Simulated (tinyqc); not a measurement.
Stark shift: quantum well in an electric field by finite differences.

Finite differences on points z_i at the centres of cells of width h: H_ii = (c/h^2)(1/m_(i-1/2) + 1/m_(i+1/2)) + V_i, H_(i,i+1) = -(c/h^2)/m_(i+1/2), where m_(i+1/2) is the mean of the masses at the two points (the end values are repeated outwards), psi = 0 on the points beyond both ends, c = hbar^2/2m0. The field adds e F (z - z0) with z0 the middle of the structure; 1 kV/cm = 1e-5 eV/angstrom.

Constants: hbar^2/2m0 = 3.80998211 eV angstrom^2.

Inputs chosen for the exercise (out of a larger set: near those of a GaAs well in AlGaAs; not measured data): layers = ((78, 0.219, 0.0894), (130, 0, 0.0658), (78, 0.219, 0.0894)) (each layer: thickness in angstrom, band edge in eV, mass in m0); hf = 1.625 angstrom (cell width of the fine grid); Fs = (0, 8.33, 16.7, 25, 33.3, 41.7, 50) kV/cm (fields).

Fine grid. Perturbation theory: dE1 = e F z_11 - beta (e F)^2 with beta = sum_j z_1j^2/(E_j - E_1) over the 13 next levels at zero field, z from z0.

Levels against field:

| F (kV/cm) | E1 (eV) | E2 (eV) | dE1 (meV) | second order (meV) | <z - z0> (angstrom) | E2 - E1 (meV) |
|---|---|---|---|---|---|---|
| 0 | 0.0202 | 0.0800 | 0.00 | 0.00 | 0.0 | 59.8 |
| 8.33 | 0.0201 | 0.0800 | -0.11 | -0.11 | -2.6 | 59.9 |
| 16.7 | 0.0198 | 0.0801 | -0.44 | -0.44 | -5.2 | 60.3 |
| 25.0 | 0.0192 | 0.0802 | -0.97 | -0.98 | -7.7 | 61.0 |
| 33.3 | 0.0185 | 0.0803 | -1.71 | -1.74 | -10.2 | 61.8 |
| 41.7 | 0.0175 | 0.0805 | -2.67 | -2.73 | -12.5 | 62.9 |
| 50.0 | 0.0164 | 0.0806 | -3.80 | -3.92 | -14.8 | 64.2 |

z_11 = 0.00 angstrom
beta = 1.567e+04 angstrom^2/eV

At zero field the state is centred, so the shift starts as F^2; it turns linear only if the state is pulled to one side. At 50 kV/cm E1 has moved by -3.80 meV, where second order gives -3.92 meV; they differ by 3.0 % there. The electron moves by -14.8 angstrom, against the rise of the potential. E2 - E1 grows with the field; the ends are 59.8 and 64.2 meV.

tinyqc: `OMP_NUM_THREADS=1 python tinyqc.py 1280185 1280186 out.jsonl`; about 0.02 s, one thread, shared Intel(R) Xeon(R) Processor @ 2.30GHz.
